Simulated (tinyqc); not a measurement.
Kronig-Penney superlattice by transfer matrices, step by step. Values are carried at full precision from step to step, so a last printed digit may differ when a step is redone from the rounded ones.

Wells (width a, potential 0, mass mw) alternate with barriers (width b, height V0, mass mb); period d = a + b; c = hbar^2/2m0. The vector (psi, psi'/m) is continuous, and a layer of thickness t carries it by M = [[cos kt, (m/k) sin kt], [-(k/m) sin kt, cos kt]] with k = sqrt(m (E - V)/c); for E < V, k = i kappa gives [[cosh, (m/kappa) sinh], [(kappa/m) sinh, cosh]] of kappa t. A Bloch state obeys cos(q d) = tr(Mb Mw)/2.

Constants: hbar^2/2m0 = 3.80998211 eV angstrom^2; hbar = 6.58211957e-16 eV s.

Values chosen for the exercise (near those of an InGaAs superlattice with barriers of InAlAs; shifted at random, so the results belong to these values and not to a real crystal):
```
symbol  value   unit      meaning
a       34      angstrom  well width
b       18      angstrom  barrier width
V0      0.533   eV        barrier height
mw      0.0421  m0        mass in the wells
mb      0.0721  m0        mass in the barriers
E       0.1469  eV        trial energy
F       40      kV/cm     field along the axis
```

## Layer matrices at one energy

Form the matrix of the well and of the barrier at E.

k in the well = 0.04029 1/angstrom
kappa in the barrier = 0.08548 1/angstrom

Mw (angstrom units):
```
          1        2
1   0.19961   1.0239
2  -0.93773  0.19961
```

Mb (angstrom units):
```
        1       2
1  2.4364  1.8740
2  2.6340  2.4364
```

## The matrix of one period

Multiply M = Mb Mw and take half the trace. If its size is at most 1, E lies in a miniband and q d = arccos(tr M/2); otherwise the state decays by exp(-arccosh|tr M/2|) a period.

M:
```
         1       2
1  -1.2710  2.8687
2  -1.7589  3.1833
```

tr M/2 = 0.9561
q d in a band, or the decay exponent in a gap = 0.297

E lies in a miniband; det M = 1.0000, as for any such product.

## Miniband edges

The edges are the energies where tr M/2 = +1 (q = 0) or -1 (q = pi/d); the first three minibands.

Minibands:
```
band  bottom (eV)  top (eV)  width (meV)
1          0.1450    0.2708        125.8
2          0.6435    1.1649        521.4
3          1.4543    2.5635       1109.2
```

1 miniband of these lies wholly below V0. The first gap is 372.7 meV wide; the single well of width a has E1 = 0.1948 eV, inside the first miniband.

## Dispersion along the axis

Solve tr M/2 = cos(q d) inside each miniband at q d/pi = 0, 1/6, ..., 1. The cosine form is E_bottom + (W/2)(1 - cos q d) with the true width W.

Energies (eV):
```
q d/pi  band 1  cosine form  band 2
0.000   0.1450       0.1450  1.1649
0.167   0.1509       0.1534  1.0913
0.333   0.1680       0.1765  0.9657
0.500   0.1947       0.2079  0.8451
0.667   0.2274       0.2394  0.7431
0.833   0.2576       0.2624  0.6708
1.000   0.2708       0.2708  0.6435
```

The cosine form, which holds for hopping between neighbouring wells alone, misses band 1 by at most 13.2 meV, 10 % of its width.

## Mass along the axis

With f(E) = tr M/2, 1 - (q d)^2/2 = 1 + f'(E_bottom)(E - E_bottom) gives m_z = -2 c f'/d^2 (f' by a central difference of 1e-6 eV at the bottom of band 1). The cosine form gives 4 c/(W d^2), W the width of band 1 between tr M/2 = +1 and -1.

f' = -23.32 1/eV
m_z = 0.06571 m0
m_z of the cosine form = 0.04480 m0
W = 125.81 meV

The mass along the axis is 1.56 times mw.

## In a field along the axis

One-band picture: ladder spacing e F d, Bloch frequency e F d/(2 pi hbar), and extent W/(e F) of a Stark state, with W the width of band 1; 1 kV/cm = 1e-5 V/angstrom.

e F d = 20.800 meV
Bloch frequency = 5.029 THz
W/(e F d) = 6.05 periods

The state spreads over about 6 periods.

## Checks

- Bottom of band 1 from 121 plane waves (the mass step taken by inverting the matrix of m) against the transfer matrix, eV: both 0.1450.

(tinyqc, `OMP_NUM_THREADS=1 python tinyqc.py 1251421 1251422 out.jsonl`, Intel(R) Xeon(R) Processor @ 2.30GHz, 1 thread, shared host, about 0.04 s.)
